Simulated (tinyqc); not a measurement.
Inside a calculation. Model: double-gate transistor below threshold, two-dimensional Poisson equation on a small mesh.

Program tinyqc, `OMP_NUM_THREADS=1 python tinyqc.py 2480002 2480003 out.jsonl`; Intel Xeon 2.30GHz, shared host, one thread, about 0.09 s. Printed values are rounded.

Half of a symmetric double-gate structure: row 0 is the mid-plane of the body, where the normal field vanishes. Mobile charge is neglected (subthreshold), the body is fully depleted, and potentials are counted from the intrinsic level; rows run upward to the gate, columns from source to drain.

Parameters, values chosen for the exercise; semiconductor permittivity made up:

| symbol | value | unit | meaning |
|---|---|---|---|
| T | 350 | K | temperature |
| eps_r | 12.7 |  | relative permittivity of the semiconductor |
| eox | 3.9 |  | relative permittivity of the insulator |
| tb | 4 | nm | half the body thickness |
| tox | 1.9 | nm | insulator thickness |
| L | 27 | nm | channel length |
| Na | 3.8e17 | cm^-3 | acceptor density of the depleted body |
| Vbi | 0.56 | V | potential of the source |
| Vfb | -0.05 | V | gate offset |
| Vg | 0 | V | gate voltage |
| Vd | 0.05 | V | drain voltage |

Constants: q = 1.602176634e-19 C, kB = 1.380649e-23 J/K, Vt = kB T/q, eps0 = 8.8541878128e-14 F/cm where lengths are in cm. Results are converted to the units shown.

## Coefficients of the five-point equations

Mesh: rows i = 0..3 in the semiconductor (step hs = tb/3, row 3 on the interface), then 2 step(s) ho = tox/2 up to the gate row 5; columns j = 0..6 (step hy = L/6). Box integration, divided by eps0: up_i = eps hy/h of the interval above row i, dn_i = that of the interval below (0 for row 0), lat_i = (sum of eps h/2 over the intervals above and below)/hy, s_i = -q Na w_i hy/eps0 with w_i the semiconductor height of the box (hs/2 for row 0 and the interface row, hs between, 0 in the insulator). Each free node obeys (up + dn + 2 lat) psi = up psi(above) + dn psi(below) + lat [psi(left) + psi(right)] + s.

| row | up | dn | lat | s (V) |
|---|---|---|---|---|
| 0 | 42.8625 | 0 | 1.88148 | -0.0206284 |
| 1 | 42.8625 | 42.8625 | 3.76296 | -0.0412569 |
| 2 | 42.8625 | 42.8625 | 3.76296 | -0.0412569 |
| 3 | 18.4737 | 42.8625 | 2.29315 | -0.0206284 |
| 4 | 18.4737 | 18.4737 | 0.823333 | 0 |

## Iteration 1: over-relaxation sweep (omega = 1.2)

psi at the start (fixed values on the edges, free nodes at the gate value) (V):

|  | j=0 | j=1 | j=2 | j=3 | j=4 | j=5 | j=6 |
|---|---|---|---|---|---|---|---|
| row 0 | 0.560000 | 0.050000 | 0.050000 | 0.050000 | 0.050000 | 0.050000 | 0.610000 |
| row 1 | 0.560000 | 0.050000 | 0.050000 | 0.050000 | 0.050000 | 0.050000 | 0.610000 |
| row 2 | 0.560000 | 0.050000 | 0.050000 | 0.050000 | 0.050000 | 0.050000 | 0.610000 |
| row 3 | 0.560000 | 0.050000 | 0.050000 | 0.050000 | 0.050000 | 0.050000 | 0.610000 |
| row 4 | 0.305000 | 0.050000 | 0.050000 | 0.050000 | 0.050000 | 0.050000 | 0.330000 |
| row 5 | 0.050000 | 0.050000 | 0.050000 | 0.050000 | 0.050000 | 0.050000 | 0.050000 |

Free nodes: rows 0..4, columns 1..5, taken row by row from row 0, left to right. t = (up psi(above) + dn psi(below) + lat [psi(left) + psi(right)] + s)/(up + dn + 2 lat), with the newest neighbours; psi(new) = psi + 1.2 (t - psi).

psi after iteration 1 (V):

|  | j=0 | j=1 | j=2 | j=3 | j=4 | j=5 | j=6 |
|---|---|---|---|---|---|---|---|
| row 0 | 0.560000 | 0.074165 | 0.050639 | 0.049500 | 0.049445 | 0.076559 | 0.610000 |
| row 1 | 0.560000 | 0.087494 | 0.051637 | 0.049273 | 0.049128 | 0.091194 | 0.610000 |
| row 2 | 0.560000 | 0.094846 | 0.052544 | 0.049191 | 0.048949 | 0.099257 | 0.610000 |
| row 3 | 0.560000 | 0.105904 | 0.053943 | 0.049158 | 0.048769 | 0.111381 | 0.610000 |
| row 4 | 0.305000 | 0.088639 | 0.053254 | 0.049600 | 0.049283 | 0.092407 | 0.330000 |
| row 5 | 0.050000 | 0.050000 | 0.050000 | 0.050000 | 0.050000 | 0.050000 | 0.050000 |

## Iteration 2: over-relaxation sweep (omega = 1.2)

As before.

psi after iteration 2 (V):

|  | j=0 | j=1 | j=2 | j=3 | j=4 | j=5 | j=6 |
|---|---|---|---|---|---|---|---|
| row 0 | 0.560000 | 0.110725 | 0.054064 | 0.048937 | 0.049852 | 0.116710 | 0.610000 |
| row 1 | 0.560000 | 0.124976 | 0.056382 | 0.048849 | 0.050921 | 0.132357 | 0.610000 |
| row 2 | 0.560000 | 0.137509 | 0.058853 | 0.048909 | 0.051841 | 0.146107 | 0.610000 |
| row 3 | 0.560000 | 0.141168 | 0.060608 | 0.049199 | 0.053595 | 0.150120 | 0.610000 |
| row 4 | 0.305000 | 0.101251 | 0.056744 | 0.049774 | 0.053288 | 0.106280 | 0.330000 |
| row 5 | 0.050000 | 0.050000 | 0.050000 | 0.050000 | 0.050000 | 0.050000 | 0.050000 |

## Course of the iteration: over-relaxation sweep (omega = 1.2)

Stop when the largest change of psi is below 1e-7 V, or after 400 iterations. Fixed values: gate row Vg - Vfb; column 0 at Vbi and the last column at Vbi + Vd in the semiconductor, each running linearly to Vg - Vfb across the insulator.

Course of the iteration:

| iteration | psi at row 0, j = 3 (V) | largest \|change\| of one entry (V) |
|---|---|---|
| 1 | 0.0495000 | 0.0614 |
| 2 | 0.0489365 | 0.0468 |
| 3 | 0.0489004 | 0.0386 |
| 4 | 0.0499190 | 0.0354 |
| 5 | 0.0523258 | 0.0274 |
| 6 | 0.0561507 | 0.0199 |
| 7 | 0.0610929 | 0.0152 |
| 8 | 0.0667099 | 0.0118 |
| 9 | 0.0726537 | 9.37e-3 |
| ... | ... | ... |
| 104 | 0.146125 | 2.38e-7 |
| 105 | 0.146125 | 2.12e-7 |
| 106 | 0.146125 | 1.90e-7 |
| 107 | 0.146126 | 1.70e-7 |
| 108 | 0.146126 | 1.52e-7 |
| 109 | 0.146126 | 1.36e-7 |
| 110 | 0.146126 | 1.21e-7 |
| 111 | 0.146126 | 1.09e-7 |
| 112 | 0.146126 | 9.71e-8 |

Converged in 112 iterations. At the end each change is about 0.89 times the one before: linear convergence.

## Barrier, swing and barrier lowering

converged psi (V):

|  | j=0 | j=1 | j=2 | j=3 | j=4 | j=5 | j=6 |
|---|---|---|---|---|---|---|---|
| row 0 | 0.560000 | 0.301153 | 0.178135 | 0.146127 | 0.187224 | 0.324888 | 0.610000 |
| row 1 | 0.560000 | 0.295672 | 0.174621 | 0.143399 | 0.183466 | 0.318897 | 0.610000 |
| row 2 | 0.560000 | 0.278576 | 0.164183 | 0.135376 | 0.172299 | 0.300202 | 0.610000 |
| row 3 | 0.560000 | 0.247777 | 0.147195 | 0.122544 | 0.154108 | 0.266500 | 0.610000 |
| row 4 | 0.305000 | 0.151165 | 0.099470 | 0.086910 | 0.102983 | 0.160735 | 0.330000 |
| row 5 | 0.050000 | 0.050000 | 0.050000 | 0.050000 | 0.050000 | 0.050000 | 0.050000 |

d psi/dVg on row 0: j=0 0.000000, j=1 0.490901, j=2 0.727146, j=3 0.793443, j=4 0.727146, j=5 0.490901, j=6 0.000000
d psi/dVd on row 0: j=0 0.00000, j=1 0.01720, j=2 0.04553, j=3 0.10328, j=4 0.22732, j=5 0.49190, j=6 1.00000

The barrier is read along row 0, the path farthest from the gate. Take the node j of lowest psi: barrier Vbi - psi_j; swing Vt ln 10/(d psi_j/dVg); DIBL = (d psi_j/dVd)/(d psi_j/dVg). The derivatives solve the same equations with s = 0 and a unit change of that voltage.

j = 3
barrier = 0.413873 V
swing = 87.5268 mV/decade
DIBL = 130.165 mV/V

A mesh of 12, 8 and 80 steps (semiconductor, insulator, channel) gives a barrier of 0.421 V, a swing of 86.2 mV a decade and a DIBL of 115 mV/V; the small mesh puts the barrier 1.7 % below that.
